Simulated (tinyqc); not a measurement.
All-pass ring resonator: one step of the calculation.

A ring of length L = 2 pi Rr coupled to one bus waveguide: round-trip amplitude a = 10^(-al L/20), self-coupling t = sqrt(1 - k2). At detuning d from the resonance the round-trip phase is p = 2 pi d/FSR and the transmission T = (a^2 - 2 a t cos p + t^2)/(1 - 2 a t cos p + a^2 t^2). Lossless coupler, linear absorption only.

Question. Thermal shift of the resonance. T is the transmission at d = dl - s, p = 2 pi d/FSR; out = (lam dT/ng) Rt fa (1 - T) Pin; s(new) = out.

Parameters, values chosen for the exercise; values close to those of silicon waveguides:
```
symbol    value  unit                                     meaning
lam        1550    nm                   cold resonance wavelength
ng         4.18                                       group index
dT      0.00018   1/K  thermo-optic change of the effective index
Rt          8.7  K/mW                          thermal resistance
fa         0.41             share of the loss that heats the ring
Pin         1.4    mW                                 input power
dl           72    pm      laser detuning from the cold resonance
```

s at the start = 0 pm
a = 0.96937352
t = 0.98994949
FSR = 9.1476017 nm

Find: d; T; out; s after iteration 1.

Answer.

d = 72.00 pm
T = 0.6966
out = 101.1 pm
s after iteration 1 = 101.1 pm

Program tinyqc, `OMP_NUM_THREADS=1 python tinyqc.py 2650043 2650044 out.jsonl`; Intel Xeon 2.30GHz, shared host, one thread, about 0.01 s.
